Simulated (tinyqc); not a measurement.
Subthreshold parameters from three currents.

Problem. Far below threshold and for Vds well above Vt the virtual-source current tends to I = Cinv n Vt vx0 exp((Vgs - VT0 + dl Vds + al Vt)/(n Vt)) per width, with constant n; the three currents follow this limit. Find n, dl and VT0.

Inputs (values chosen for the exercise): temperature T = 300 K; inversion capacitance Cinv = 1.31 uF/cm^2; velocity at the virtual source vx0 = 7.04e6 cm/s; threshold shift (in units of Vt) from weak to strong inversion al = 3.5.

Constants: q = 1.602176634e-19 C, kB = 1.380649e-23 J/K, Vt = kB T/q. Results are converted to the units shown.

I at (Vgs, Vds) = (-0.2, 0.3), (-0.10, 0.3) and (-0.2, 1.1) V (nA/um): [0.0061710153, 0.22928782, 0.013473545]

Solution. The first two currents differ in Vgs alone and give n; the first and third differ in Vds alone and give dl; the size of the first then gives VT0.

n = 1.07
dl = 0.0270 V/V
VT0 = 0.320 V

Program tinyqc, `OMP_NUM_THREADS=1 python tinyqc.py 2380108 2380109 out.jsonl`; Intel Xeon 2.30GHz, shared host, one thread, about 0.01 s.
